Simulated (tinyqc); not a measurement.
# Frequency dispersion of an accumulation capacitance by border traps, distributed model, step by step

Numbers from tinyqc (`OMP_NUM_THREADS=1 python tinyqc.py 2202187 2202188 out.jsonl`; about 0.6 s on one thread of a shared Intel Xeon 2.30GHz). Printed values are rounded.

Traps spread evenly through the insulator exchange electrons with the semiconductor by tunnelling, with tau(x) = t0 exp(2 ka x) at depth x from the interface. The admittance per area Y seen at depth x obeys dY/dx = -Y^2/(i w eps0 eox) + q Nb ln(1 + i w tau)/tau, with Y(0) = i w Cs and w = 2 pi f; the gate sees Y(tox) = G + i w C. Working variable y = Y/(i w), in uF/cm^2. Cox = eps0 eox/tox.

Parameters, values chosen for the exercise; permittivity close to that of silicon dioxide:
```
symbol,value,unit,meaning
eox,4.01,,relative permittivity of the insulator
tox,10,nm,insulator thickness
Cs,2.8,uF/cm^2,semiconductor capacitance in accumulation
Nb,1.1e19,cm^-3 eV^-1,density of border traps
ka,3.5,1/nm,decay constant of the wave function in the insulator
t0,1e-11,s,time constant of a trap at the interface
f,10000,Hz,frequency
xe,2.8,nm,depth down to which the steps are taken
```

Constants: q = 1.602176634e-19 C, eps0 = 8.8541878128e-14 F/cm where lengths are in cm. Results are converted to the units shown.

## Scales and lumped estimate

Cox; trap-free value 1/(1/Cox + 1/Cs); response depth d = ln(1/(w t0))/(2 ka), where w tau = 1; lumped estimate: all traps within d act as C_bt = q Nb d placed at d/2, so C = 1/{1/[1/(1/Cs + d/(2 eps0 eox)) + C_bt] + (tox - d/2)/(eps0 eox)}.

Cox = 0.355053 uF/cm^2
trap-free C = 0.315097 uF/cm^2
d = 2.04003 nm
C_bt = 0.359534 uF/cm^2
lumped C = 0.327611 uF/cm^2

The traps within reach amount to 0.128 Cs and lie in the first 20.4 % of the insulator.

## Midpoint steps through the active depth

In terms of y: dy/dx = -y^2/(eps0 eox) + s(x), s = q Nb ln(1 + z)/z, z = i w tau. 10 midpoint steps of h = xe/10: y_half = y + (h/2) y'(x, y), y(new) = y + h y'(x + h/2, y_half).

```
point	x (nm)	s (uF/(cm^2 nm))	y (uF/cm^2)
0	0	0.176239+0.000000i	2.80000+0.00000i
1	0.28	0.176239+0.000000i	2.35032+0.00000i
2	0.56	0.176239-0.000003i	2.03269+0.00000i
3	0.84	0.176239-0.000020i	1.79901+0.00000i
4	1.12	0.176239-0.000141i	1.62150-0.00002i
5	1.4	0.176232-0.000998i	1.48321-0.00011i
6	1.68	0.175861-0.007066i	1.37327-0.00080i
7	1.96	0.160131-0.043555i	1.28374-0.00562i
8	2.24	0.057770-0.062132i	1.19435-0.02287i
9	2.52	0.009405-0.020576i	1.09756-0.02844i
10	2.8	0.001351-0.004588i	1.01145-0.02645i
```

## Capacitance and conductance at the gate

y at xe = 1.01145-0.02645i uF/cm^2

Beyond xe the traps are ignored, so 1/y(tox) = 1/y(xe) + (tox - xe)/(eps0 eox); C = Re y, G/w = -Im y, loss tangent G/(w C).

y at the gate = 0.331555-0.002840i uF/cm^2
C = 0.331555 uF/cm^2
G/w = 0.00284040 uF/cm^2
loss tangent = 0.00856689

A fine integration over the whole insulator gives C = 0.33087 and G/w = 0.002949 uF/cm^2; the coarse G/w is 3.7 % below that. The fine C is 5.0 % above the trap-free value, and the lumped estimate is 0.99 % below the fine result.
